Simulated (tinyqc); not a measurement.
Opening the gap, as alloying or pressure does: deep trap from a strong local potential in a two-band host (Koster-Slater model with semi-elliptic bands). Computed by tinyqc, a small Python program. Command: `OMP_NUM_THREADS=1 python tinyqc.py 3001711 3001712 out.jsonl deeptrap walk`. One thread of a shared host (Intel(R) Xeon(R) Processor @ 2.30GHz), about 0.03 s of CPU time with the checks.

The valence band spans -2 W_v to 0 and the conduction band E_g to E_g + 2 W_c. The orbital at the impurity site has weight f_v in the valence band and 1 - f_v in the conduction band, each spread as a semi-ellipse (2/(pi W^2)) sqrt(W^2 - x^2) about the band centre. The impurity adds U to this orbital. Spin is left out.

Inputs (values chosen for the exercise, with a gap close to that of GaN):
```
quantity                                value  unit
gap E_g                                  3.43    eV
half-width of the valence band W_v        2.4    eV
half-width of the conduction band W_c     4.1    eV
valence weight f_v of the site orbital   0.39     -
impurity potential U                     6.27    eV
```

Impurity: repulsive, acceptor-like.

Method:
- In the gap G(E) = f_v (2/W_v^2)[x - sqrt(x^2 - W_v^2)] - (1 - f_v)(2/W_c^2)[y - sqrt(y^2 - W_c^2)], x = E + W_v, y = E_g + W_c - E.
- The trap level solves G(E) = 1/U (bisection). With D = -dG/dE = D_v + D_c, D_v = f_v (2/W_v^2)[x/sqrt(x^2 - W_v^2) - 1] and D_c = (1 - f_v)(2/W_c^2)[y/sqrt(y^2 - W_c^2) - 1], the weight on the impurity orbital is 1/(U^2 D) and the conduction-band character is D_c/D.
- The conduction band is shifted rigidly; widths, weights and U stay.

Against the gap:
```
E_g (eV)  E_t (eV)  depth below E_c (eV)  conduction character
1.72       0.02326                1.6967              0.034415
2.23       0.04164                2.1884              0.037083
2.74       0.06069                2.6793              0.037361
3.09       0.07370                3.0163              0.036881
3.43       0.08611                3.3439              0.036129
3.94       0.10419                3.8358              0.034710
4.46       0.12182                4.3382              0.033097
5.49       0.15422                5.3358              0.029836
```

As the conduction band moves up by 3.770 eV the level follows by 0.131 eV, a mean slope of 0.03; the local slope is the conduction character. A shallow donor would follow with slope 1 and a shallow acceptor with slope 0.
